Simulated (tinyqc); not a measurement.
Input admittance of a MOSFET at zero drain bias: distributed channel and distributed gate: one step of the calculation.

Source and drain grounded, strong inversion, w = 2 pi f, Cox = eps0 eox/tox. The channel is an RC line of resistance 1/(mu Cox Vo) per square fed from both ends, so one finger has the intrinsic admittance y = i w Cox L tanh(g)/g per width, g = (1/2) sqrt(i w tau), tau = L^2/(mu Vo). The vertical resistance rv/L is in series with y, the overlaps 2 i w Cov in parallel: y_t = 1/(1/y + rv/L) + 2 i w Cov. The gate strip is a line of Rsh/L per length loaded by y_t, so a finger has Y = y_t Wf tanh(k)/k, k = (Wf/sd) sqrt(y_t Rsh/L); the device has Nf Y.

Problem. Input impedance of the device. k and Y as defined; Z = 1/(Nf Y) = R + 1/(i w C); Q = |Im Z|/R; signal at the point farthest from a contact |1/cosh k|.

Values chosen for this exercise; values of the order met in silicon radio-frequency transistors:

| symbol | value | unit | meaning |
|---|---|---|---|
| L | 0.12 | um | channel length |
| Wf | 18 | um | finger width |
| Nf | 8 |  | number of fingers |
| Rsh | 3 | ohm/square | sheet resistance of the gate |
| sd | 1 |  | number of ends at which a finger is contacted |
| f | 13 | GHz | frequency |

y_t = 1.86363+199.81326i uS/um

Find: k; Nf Y; R; C; Q; signal at the far point.

Solution.

k = 0.90378+0.89539i
Nf Y = 11.031+21.600i mS
R = 18.753 ohm
C = 333.41 fF
Q = 1.9581
signal at the far point = 0.82880

tinyqc, about 0.01 s, one thread, Intel Xeon 2.30GHz (shared host): `OMP_NUM_THREADS=1 python tinyqc.py 2262046 2262047 out.jsonl`
